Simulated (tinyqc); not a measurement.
# Interface traps from C-V curves, high-low and Terman methods: two studies

MOS capacitor on an n-type substrate; psi is the band bending, negative in depletion; only majority carriers are counted. At the bending psi the Fermi level lies y = xi - psi below the conduction edge at the surface, xi = Vt ln(Nc/Nd). Dit(y) = D0 + D1 exp(-y/E1); traps fill up to the Fermi level, follow the bias and a slow signal, and do not follow a fast one. V is the gate voltage from flat band.

Parameters, values chosen for the exercise; band and dielectric values close to those of 4H silicon carbide:

| symbol | value | unit | meaning |
|---|---|---|---|
| T | 250 | K | temperature |
| eps_r | 9.79 |  | relative permittivity |
| Nc | 1.3e19 | cm^-3 | conduction-band density of states at T |
| Nd | 2.4e17 | cm^-3 | donor density |
| EOT | 4.8 | nm | equivalent oxide thickness |
| D0 | 5.8e11 | cm^-2 eV^-1 | trap density far from the band edge |
| D1 | 1.3e13 | cm^-2 eV^-1 | band-tail density at the conduction edge |
| E1 | 0.19 | eV | decay energy of the tail |

Constants: q = 1.602176634e-19 C, kB = 1.380649e-23 J/K, Vt = kB T/q, eps0 = 8.8541878128e-14 F/cm where lengths are in cm. Results are converted to the units shown.

Each table varies one quantity; the others keep the values above.

## An error in the doping read as traps

Cox = 3.9 eps0/EOT, LD = sqrt(eps0 eps_r Vt/(q Nd)), u = psi/Vt, Cd = (eps0 eps_r/(sqrt(2) LD)) |exp(u) - 1|/sqrt(exp(u) - u - 1). Ideal V0 = psi - sqrt(2) (eps0 eps_r Vt/LD) sqrt(exp(u) - u - 1)/Cox for psi < 0; the traps add dV = (q/Cox) times the integral of Dit from 0 to psi = (q/Cox) [D0 psi + D1 E1 exp(-xi/E1) (exp(psi/E1) - 1)]. 1/C_HF = 1/Cox + 1/Cd, 1/C_LF = 1/Cox + 1/(Cd + q Dit). The sample has Nd; the ideal curve is drawn with Nd (1 + e). At the true psi = -0.321 V the measured C_HF is matched to the ideal curve, which gives psi', and Dit = (Cox/q) [dV/dpsi' - 1 - Cd'(psi')/Cox], derivatives exact.

The same in every row: true Dit (cm^-2 eV^-1) = 2.106e12.

An error in the doping read as traps:
```
e,psi' (V),apparent Dit (cm^-2 eV^-1)
-0.15,-0.2761,3.530e12
-0.1,-0.2911,3.003e12
-0.05,-0.3060,2.531e12
-0.02,-0.3150,2.271e12
0,-0.3210,2.106e12
0.02,-0.3270,1.948e12
0.05,-0.3360,1.722e12
0.1,-0.3509,1.373e12
0.15,-0.3659,1.054e12
```

What does the comparison show?

The apparent Dit falls from 3.53e12 to 1.05e12 cm^-2 eV^-1, against the true 2.11e12. An error of +5 % in the doping shifts it by -3.84e11 cm^-2 eV^-1, 18.2 % of the true value.

## Effect of the oxide thickness on the signal

Same model as above.

All at psi = -0.321 V.

Effect of the oxide thickness on the signal:
```
EOT (nm),dV (mV),C_HF (nF/cm^2),C_LF (nF/cm^2),(C_LF - C_HF)/Cox (%)
1.4,-95.29,215.3,465.2,10.13
2.5,-170.2,201.5,405.2,14.75
4.4,-299.5,181.4,331.3,19.10
8,-544.5,152.5,246.3,21.71
14,-952.9,120.6,172.5,21.03
26,-1770,84.97,107.8,17.21
46,-3131,56.95,66.38,12.56
```

The stretch-out grows in proportion to the EOT, from -95.3 to -3130 mV, so thin oxides leave Terman's method little to read; the high-low gap goes from 10.1 through a maximum of 21.7 (at EOT = 8 nm among the rows listed) to 12.6 % of Cox.

Computed by the program tinyqc: `OMP_NUM_THREADS=1 python tinyqc.py 2030077 2030078 out.jsonl`, one thread of a shared Intel Xeon 2.30GHz, about 0.01 s for the whole run.
